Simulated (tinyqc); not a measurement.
Mobility of a non-polar semiconductor in the relaxation-time approximation. Changing the temperature T. Computed by tinyqc, a small Python program. Command: `OMP_NUM_THREADS=1 python tinyqc.py 3026043 3026044 out.jsonl rta sweep`. One thread of a shared host (Intel(R) Xeon(R) Processor @ 2.30GHz), about 0.03 s of CPU time with the checks.

Each valley is treated as a sphere of mass m_d for states and rates, with one isotropic relaxation time; the conductivity mass m_c sets the current.

Inputs (values chosen for the exercise, for a model non-polar semiconductor): longitudinal mass m_l = 0.24 m_0; transverse mass m_t = 0.078 m_0; equivalent valleys Z = 6; non-parabolicity alpha = 0.59 1/eV; static permittivity eps_s = 14.5; density rho = 5900 kg/m^3; sound velocity v_l = 5240 m/s; acoustic deformation potential D_A = 8.8 eV; phonon energy hbar w = 20.7 meV; optical or intervalley deformation potential D_o = 5.1 1e8 eV/cm; final valleys Z_f = 5; carrier density n = 2.1e+19 1/cm^3; compensation ratio C = 0.

Band: Kane. Impurity formula: Brooks-Herring. Further scattering: none.

Constants: k_B = 8.617333262e-05 eV/K; m_0 = 9.1093837015e-31 kg; e = 1.602176634e-19 C; hbar = 1.054571817e-34 J s; eps_0 = 8.8541878128e-12 F/m; k_B = 1.380649e-23 J/K; hbar = 6.582119569e-16 eV s.

Method:
- m_d = (m_l m_t^2)^(1/3); 1/m_c = (1/m_l + 2/m_t)/3; Hall mass factor A = 3 K_m (K_m + 2)/(2 K_m + 1)^2, K_m = m_l/m_t; N_I = n (1 + C)/(1 - C).
- Kane band: hbar^2 k^2/(2 m) = E (1 + alpha E), speed v = hbar k/(m (1 + 2 alpha E)), states per spin, volume and energy g(E) = m k (1 + 2 alpha E)/(2 pi^2 hbar^2); overlap factors are set to 1. Here m = m_d. Masses are multiplied by m_0 and all formulas are in SI units.
- The reduced Fermi level eta = E_F/(k_B T) solves n = 2 Z int g f dE with f = 1/(1 + exp(x - eta)) (Z = 1 unless valleys are given); screening length L_s = sqrt(eps_s eps_0 k_B T/(e^2 dn/deta)), dn/deta = 2 Z int g f (1 - f) dE.
- Integrals over x = E/(k_B T) use 160 Gauss-Legendre points in u = sqrt(x) from 0 to sqrt(max(eta, 0) + 32).
- Phonon occupation N_q = 1/(exp(hbar w/(k_B T)) - 1).
- Acoustic deformation potential (elastic, equipartition, absorption and emission together): 1/tau = 2 pi k_B T D_A^2 g(E)/(hbar rho v_l^2).
- Optical or intervalley deformation potential: 1/tau = (pi Z_f D_o^2/(rho w)) [N_q g(E + hbar w) + (N_q + 1) g(E - hbar w)], with g = 0 below the band edge.
- Each optical term is multiplied by (1 - f(E'))/(1 - f(E)), E' the final energy, for Pauli blocking.
- Singly charged impurities, momentum relaxation: 1/tau = N_I e^4 m (1 + 2 alpha E) Phi/(8 pi (eps_s eps_0)^2 hbar^3 k^3), with alpha = 0 for a parabolic band.
- Brooks-Herring: Phi = ln(1 + b) - b/(1 + b), b = 4 k^2 L_s^2.
- mu = (m_d/m_c) (2 Z e/(3 n k_B T)) int g v^2 tau f (1 - f) dE.
- Averages over x are split at the emission threshold x_0 = hbar w/(k_B T): 64 Gauss-Legendre points in sqrt(x) below it and 128 in sqrt(x - x_0) above it, up to x = max(eta, 0) + 32.
- Rates are added at each energy before the average. With <y> = int g v^2 y f (1 - f) dE: Hall factor r_H = A (3 n k_B T/(2 Z m_d)) <tau^2/(1 + 2 alpha E)>/<tau>^2 (alpha = 0 for a parabolic band); Hall mobility r_H mu; |S| = (k_B/e) (<x tau>/<tau> - eta); resistivity 1/(n e mu).
- Matthiessen's rule adds 1/mu of the separate processes.

One run for each value; columns: (1) temperature T (K); (2) drift mobility mu (cm^2/(V s)); (3) acoustic mobility (cm^2/(V s)); (4) ionised impurity mobility (cm^2/(V s)); (5) optical mobility (cm^2/(V s)); (6) Hall factor r_H; (7) excess of Matthiessen's rule over the full mu (%):
```
(1)   (2)        (3)   (4)        (5)     (6)    (7)
60   1559  1.104e+05  1615  1.133e+05  0.9163   0.67
79   1517  8.341e+04  1616  4.515e+04  0.9165   0.92
100  1468  6.544e+04  1616  2.495e+04  0.9165   1.05
140  1374  4.592e+04  1614  1.316e+04  0.9163   1.41
180  1284  3.489e+04  1606  8.930e+03  0.9161   2.09
230  1174  2.636e+04  1591  6.333e+03  0.9161   3.32
310  1013  1.832e+04  1560  4.221e+03  0.9170   5.82
410   844  1.269e+04  1526  2.862e+03  0.9202   9.32
530   685  8.814e+03  1504  1.965e+03  0.9275  13.37
700   522  5.760e+03  1507  1.272e+03  0.9444  17.95
```

Over the rows, drift mobility mu (cm^2/(V s)) falls from 1560 to 522 (exponent d ln y / d ln x -0.099 between the first rows and -0.98 between the last); acoustic mobility (cm^2/(V s)) falls from 110000 to 5760 (exponent d ln y / d ln x -1.0 between the first rows and -1.5 between the last); ionised impurity mobility (cm^2/(V s)) lies between 1500 and 1620 without a single trend. At the high end the exponent of acoustic mobility is -1.53, close to -1.5: the T^(-3/2) law of acoustic scattering in a classical gas. At the low end the exponent of acoustic mobility is -1.02, close to -1: the 1/T law of acoustic scattering in a degenerate gas. The lowest separate mobility among these three is impurity from 60.0 to 530, optical at 700 K. Matthiessen's rule errs most, by 18 %, at 700 K.

Caution (all rows): above a few 1e18 per cm^3 the Born approximation, static screening and an unperturbed band are rough; measured mobilities are usually lower. Caution (rows 60.0, 79.0, 100): n is taken as given; at low temperature (in diamond even at 300 K) real dopants can freeze out, which changes n and N_I.

Extremes, crossings and ranges named in words are read from the listed rows.
